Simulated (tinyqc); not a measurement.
Inside a calculation. Model: heat flow across a film from the phonon Boltzmann equation in the relaxation-time approximation. Computed by tinyqc, a small Python program that keeps every step. Command: `OMP_NUM_THREADS=1 python tinyqc.py 3013057 3013058 out.jsonl slabbte walk`. One thread of a shared host (Intel(R) Xeon(R) Processor @ 2.30GHz), about 0.02 s of CPU time with the checks. Intermediate numbers are printed to about 5 digits and carried at full precision; extremes and crossings named in words are read from the listed rows.

Two black walls, hot at x = 0 and cold at x = L, emit phonons isotropically. For one free path Lambda, with tau = x/Lambda, tau_L = L/Lambda and phi = (T - T_cold)/Delta T, energy balance gives phi(tau) = (1/2) [E2(tau) + int_0^tau_L phi(s) E1(|tau - s|) ds]; E_n are the exponential integrals. The flux over the ballistic flux C v Delta T/4 is psi = 1 - 2 int_0^tau_L phi(s) E2(s) ds, and kappa_eff/kappa = (3/4) tau_L psi. kappa = C v Lambda/3 is an input, so at fixed kappa a longer free path means a smaller C v.

Inputs (values chosen for the exercise, modelled on silicon): bulk conductivity kappa = 141 W/(m K); film thickness L = 16 nm; wall temperature difference Delta T = 7.8 K; free path Lambda_1 = 100 nm; free path Lambda_2 = 1000 nm; share f_2 of kappa = 0.19; free path Lambda_3 = 7300 nm; share f_3 of kappa = 0.1; cells n in the small system = 4.

Free-path groups: three.

## The small linear system for Lambda_1

Cut the film into n equal cells with constant phi, collocated at the centres c_i: the kernel integrates to A_ij = |E2(|c_i - e_j|) - E2(|c_i - e_(j+1)|)|/2 for cell edges e_j, and A_ii = 1 - E2(half a cell); solve (1 - A) phi = E2(c)/2; psi = 1 - 2 sum_j phi_j [E3(e_j) - E3(e_(j+1))].

optical thickness tau_L = 0.16

1 - A:
$$\begin{pmatrix}
0.91310 & -0.05453 & -0.04075 & -0.03328 \\
-0.05453 & 0.91310 & -0.05453 & -0.04075 \\
-0.04075 & -0.05453 & 0.91310 & -0.05453 \\
-0.03328 & -0.04075 & -0.05453 & 0.91310
\end{pmatrix}$$

right-hand side E2(c)/2: [0.45655, 0.40202, 0.36127, 0.32799]

flux weights E3(e_j) - E3(e_(j+1)): [0.036676, 0.032204, 0.028926, 0.026256]

## Temperature profile and flux in the small system

In short, (1 - A) phi = b and psi = 1 - 2 sum_j w_j phi_j, with b the right-hand side and w_j the flux weights; the cells divide 0 to tau_L.

phi at the cell centres: [0.56824, 0.52203, 0.47797, 0.43176]

psi, small system = 0.87437

## Fine solution for Lambda_1

Use 150 and 300 cells and extrapolate psi = (4 psi(300) - psi(150))/3. The jump at the hot wall is 1 - phi there (linear extrapolation from the first two of 300 cells). Two-flux (diffusion with slip) formula: psi = 1/(1 + 3 tau_L/4).

psi for Lambda_1 = 0.87424

kappa_eff/kappa for Lambda_1 = 0.10491

jump at the wall / Delta T for Lambda_1 = 0.40324

psi, two-flux formula = 0.89286

The small system misses psi by +0.02 % and the two-flux formula by +2.1 %. For Lambda_1 alone: Transport is nearly ballistic: most of Delta T drops at the two walls.

## Conductivity, flux and boundary resistance of the film

Each group is solved on its own with 150 and 300 cells, psi = (4 psi(300) - psi(150))/3, and weighted by its share of kappa (f_1 is what the others leave); exchange of energy between groups inside the film is left out. Flux J = kappa_eff Delta T/L; apparent boundary resistance per wall (L/kappa_eff - L/kappa)/2.

kappa_eff = 10.842 W/(m K)

kappa_eff/kappa = 0.076894

flux J = 5.2855 GW/m^2

apparent resistance per wall = 0.68113 m^2 K/GW

## Exact and approximate size effects

Two-flux: kappa_eff/kappa = sum f_i/(1 + 4 Lambda_i/(3 L)). Matthiessen with the thickness: sum f_i/(1 + Lambda_i/L). Ballistic limit: sum f_i 3 L/(4 Lambda_i).

Kappa_eff/kappa:
```
L (nm)  Boltzmann  two-flux  Matthiessen  ballistic limit
3        0.015984  0.016081     0.021289         0.016433
10       0.050275  0.051052     0.066563         0.054778
25        0.11293   0.11586      0.14698          0.13694
60        0.22191   0.22914      0.27782          0.32867
150       0.38562   0.39661      0.45280          0.82167
400       0.57034   0.58029      0.62748           2.1911
1000      0.70969   0.71722      0.75250           5.4778
2500      0.81302   0.81840      0.84392           13.694
```

The two-flux formula lies above the Boltzmann result by at most about 3.3 % (at L = 60 nm); the Matthiessen form is high by up to 33 %, since it misses the factor 3/4 of the ballistic limit. The thinnest film reaches 97 % of that limit, and the thickest, 25 Lambda_1, only 81 % of the bulk value: the long free paths keep the size effect alive far beyond Lambda_1. Rows below about 10 nm are near the phonon wavelength, where a particle picture fails.

Checks made by the program: symmetry phi(tau) + phi(tau_L - tau) = 1 (relative difference below 1e-10); thick-film limit psi = 1/(3 tau_L/4 + 1.0657) at tau_L = 20 (relative difference 2e-04).
